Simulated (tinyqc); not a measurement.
Strength of the heavy-light coupling: shallow acceptor in the spherical four-band model.

The ground state 1S3/2 has an L = 0 part f(r) and an L = 2 part g(r). In units of Ry* and a*, with Gaussians f_i = exp(-a_i r^2), g_i = r^2 exp(-a_i r^2), A = a_i + a_j and I(n) = Gamma((n + 1)/2)/(2 A^((n + 1)/2)): S_ff = I(2), S_gg = I(6), H_ff = (6 a_i a_j/A) I(2) - 2 I(1), H_gg = (14 a_i a_j/A) I(6) - 2 I(5), H_fg = -mu [15 I(2) - 20 a_j I(4) + 4 a_j^2 I(6)]; each function is then normalised. The split-off band is left out.

Converged values use 22 exponents 2.2^i, i = -7 to 14, for f and for g.

Parameters, chosen for this exercise (out of a larger set: near those of a shallow acceptor in Si, where the small spin-orbit splitting and strong warping make this model rough; not measured data): mus = (0.06, 0.35, 0.48, 0.63, 0.73, 0.85, 0.9) (couplings).

Ry* = 23.6244 meV

Converged values in Ry* and a*; the heavy-mass hydrogen model gives 1/(1 - mu).

Results:

| mu | binding (Ry*) | 1/(1 - mu) | ratio | L = 2 weight | <r> (a*) | binding (meV) |
|---|---|---|---|---|---|---|
| 0.06 | 1.003 | 1.064 | 0.943 | 0.002 | 1.496 | 23.7 |
| 0.35 | 1.125 | 1.538 | 0.731 | 0.053 | 1.358 | 26.6 |
| 0.48 | 1.268 | 1.923 | 0.659 | 0.101 | 1.225 | 30.0 |
| 0.63 | 1.588 | 2.703 | 0.588 | 0.178 | 1.005 | 37.5 |
| 0.73 | 2.017 | 3.704 | 0.545 | 0.244 | 0.811 | 47.6 |
| 0.85 | 3.309 | 6.667 | 0.496 | 0.341 | 0.513 | 78.2 |
| 0.90 | 4.768 | 10.000 | 0.477 | 0.388 | 0.363 | 112.6 |

The binding starts as 1 + O(mu^2), 1.003 at mu = 0.06, since the coupling enters in second order, and reaches 4.77 at mu = 0.90. The ratio to the heavy-mass model falls from 0.94 to 0.48, towards about 0.44 as mu goes to 1: the bound hole is only partly heavy. The L = 2 weight grows to 0.39 and the radius shrinks by a factor 4.1.

(tinyqc, `OMP_NUM_THREADS=1 python tinyqc.py 1250352 1250353 out.jsonl`, Intel(R) Xeon(R) Processor @ 2.30GHz, 1 thread, shared host, about 0.04 s.)
